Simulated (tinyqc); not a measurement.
Well width from the intersubband spacing.

Problem. In an empty well of width L and depth Vb, level k solves kw L/2 = (k - 1) pi/2 + arctan(sqrt((mw/mb)(Vb - E)/E)) with kw = sqrt(mw E/C), C = hbar^2/(2 m0). Find L, E1 and E2 from the spacing.

Values chosen for this exercise; material values close to those of GaAs in InGaP:
```
symbol   value  unit                       meaning
mw       0.066    m0      mass along z in the well
mb      0.0922    m0  mass along z in the barriers
Vb       0.149    eV                barrier height
```

Constants: q = 1.602176634e-19 C, hbar = 1.054571817e-34 J s, m0 = 9.1093837015e-31 kg, hbar^2/(2 m0) = 0.0380998212 eV nm^2. Results are converted to the units shown.

E2 - E1 = 33.014999 meV

Solution. Both levels are solved for trial widths until their difference matches. A second level is bound only for L above 6.18 nm, and over that range one width gives this spacing.

L = 18.0 nm
E1 = 11.1 meV
E2 = 44.1 meV

Program tinyqc, `OMP_NUM_THREADS=1 python tinyqc.py 2140024 2140025 out.jsonl`; Intel Xeon 2.30GHz, shared host, one thread, about 0.2 s.
